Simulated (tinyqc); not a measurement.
Bulk transistor, scale length and short-channel effects: one step of the calculation.

A gate, an insulator of thickness ti and a depleted layer of depth ts on a conducting body. Below threshold the potential that source and drain add obeys Laplace's equation and vanishes on the gate and at the bottom of the depleted layer. Its lowest mode decays along the channel as exp(-k y); k is the smallest positive root of the matching condition at the interface, and the scale length is Lambda = pi/k.

Question. Decay constant by Newton steps. f(k) = eps_r sin(k ti) cos(k ts) + ei cos(k ti) sin(k ts); f' by a central difference with +/- 1e-5 1/nm; k(new) = k - f/f'.

Parameters, values chosen for the exercise; permittivities: semiconductor close to that of gallium nitride, insulator close to that of zirconium oxide: relative permittivity of the semiconductor eps_r = 9.68; relative permittivity of the insulator ei = 24.1; insulator thickness ti = 1.9 nm; depletion depth ts = 13 nm.

k at the start = 0.2475 1/nm

Find: f; f'; k after iteration 1.

Answer.

f = -6.0027
f' = -288.94 nm
k after iteration 1 = 0.22673 1/nm

Numbers from tinyqc (`OMP_NUM_THREADS=1 python tinyqc.py 2420168 2420169 out.jsonl`; about 0.01 s on one thread of a shared Intel Xeon 2.30GHz).
